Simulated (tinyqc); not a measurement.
# Small-signal admittance of a forward-biased p+-n diode: what changes with what

Holes injected into a neutral base of width wb with an ohmic contact at its end; low injection, p0 far above the equilibrium density. A small voltage v exp(i w t), w = 2 pi f, modulates the edge density by p0 v/Vt, and the small-signal density obeys Dp d2p/dx2 = (1/tau + i w) p.

Parameters, values chosen for the exercise; permittivity close to that of gallium arsenide:
- T = 300 K (temperature)
- eps_r = 12.9 (relative permittivity)
- Nd = 1.3e16 cm^-3 (donor density of the base)
- Dp = 9.3 cm^2/s (hole diffusion coefficient)
- tau = 4e-7 s (hole lifetime)
- wb = 50 um (width of the neutral base)
- p0 = 1.6e12 cm^-3 (excess hole density at the junction edge)
- Na = 2e18 cm^-3 (acceptor density of the p+ side)
- Rs = 0.00041 ohm cm^2 (series resistance)
- f = 8.8e5 Hz (signal frequency)

Constants: q = 1.602176634e-19 C, kB = 1.380649e-23 J/K, Vt = kB T/q, eps0 = 8.8541878128e-14 F/cm where lengths are in cm. Results are converted to the units shown.

Each table varies one quantity; the others keep the values above.

## Admittance against frequency

L = sqrt(Dp tau); direct current J = (q Dp p0/L) coth(wb/L); k = sqrt(1 + i w tau)/L; diffusion admittance Y = (q Dp p0/Vt) k coth(k wb) = G + i w C_diff; junction capacitance C_j = sqrt(q eps0 eps_r Nd/(2 Vr)) in the depletion approximation, with the remaining barrier Vr = Vt ln(Na/p0), a rough value under forward bias; base-width modulation is left out. Measured admittance 1/[Rs + 1/(Y + i w C_j)].

The same in every row: C_j (uF/cm^2) = 0.057249.

Results:
```
f (Hz)      w tau  G (S/cm^2)  C_diff (uF/cm^2)  measured G (S/cm^2)  measured C (uF/cm^2)  phase of the measured Y (degrees)
1000    0.0025133    0.048352         0.0091087             0.048351              0.066355                            0.49404
6000     0.015080    0.048353         0.0091085             0.048352              0.066355                             2.9616
20000    0.050265    0.048363         0.0091071             0.048362              0.066354                             9.7823
4e5        1.0053    0.052422         0.0085582             0.052432              0.065805                             72.410
2e6        5.0265    0.083696         0.0054634             0.083947              0.062709                             83.919
7e6        17.593     0.14589         0.0031339              0.14878              0.060376                             86.793
3e7        75.398     0.29552         0.0015471              0.34583              0.058781                             88.212
1e8        251.33     0.53705         8.5135e-4               1.0828              0.058062                             88.300
```

Estimate the missing row, f = 1e5 Hz.

Computed row:
```
f (Hz)    w tau  G (S/cm^2)  C_diff (uF/cm^2)  measured G (S/cm^2)  measured C (uF/cm^2)  phase of the measured Y (degrees)
1e5     0.25133    0.048637         0.0090694             0.048637              0.066316                             40.587
```

With this row back in the table: G starts at J/Vt = 0.0484 S/cm^2 and C_diff at (J tau/(2 Vt))(1 - 2 x/sinh 2x) = 0.00911 uF/cm^2, x = wb/L = 2.59. Between the last two rows G goes as f^(0.50) and C_diff as f^(-0.50); the limits are 1/2 and -1/2, reached when the signal penetrates only sqrt(Dp/w). The measured C is within 0.01 % of C_diff + C_j in the first row and 0.066 % below it in the last, the difference being due to Rs.

## Effect of the hole lifetime

Same model as above.

The same in every row: C_j (uF/cm^2) = 0.05725.

Effect of the hole lifetime:
```
tau (s)    w tau  G (S/cm^2)  C_diff (uF/cm^2)  measured G (S/cm^2)  measured C (uF/cm^2)  phase of the measured Y (degrees)
4e-9     0.02212      0.4782          9.562e-4               0.4781               0.05818                              33.94
2e-8      0.1106      0.2142          0.002135               0.2142               0.05937                              56.88
9e-8      0.4976      0.1037          0.004409               0.1037               0.06165                              73.07
4e-7       2.212     0.06246          0.007324              0.06251               0.06457                              80.07
2e-6       11.06     0.05249          0.008776              0.05254               0.06602                              81.81
9e-6       49.76     0.05073          0.009107              0.05079               0.06635                              82.12
4e-5       221.2     0.05036          0.009182              0.05041               0.06643                              82.18
```

As tau goes from 4e-9 to 4e-5, G falls from 0.478 to 0.0504 S/cm^2, C_diff rises from 9.56e-4 to 0.00918 uF/cm^2 and the measured C rises from 0.0582 to 0.0664 uF/cm^2. C_diff stays below C_j.

tinyqc, about 0.01 s, one thread, Intel Xeon 2.30GHz (shared host): `OMP_NUM_THREADS=1 python tinyqc.py 2890175 2890176 out.jsonl`
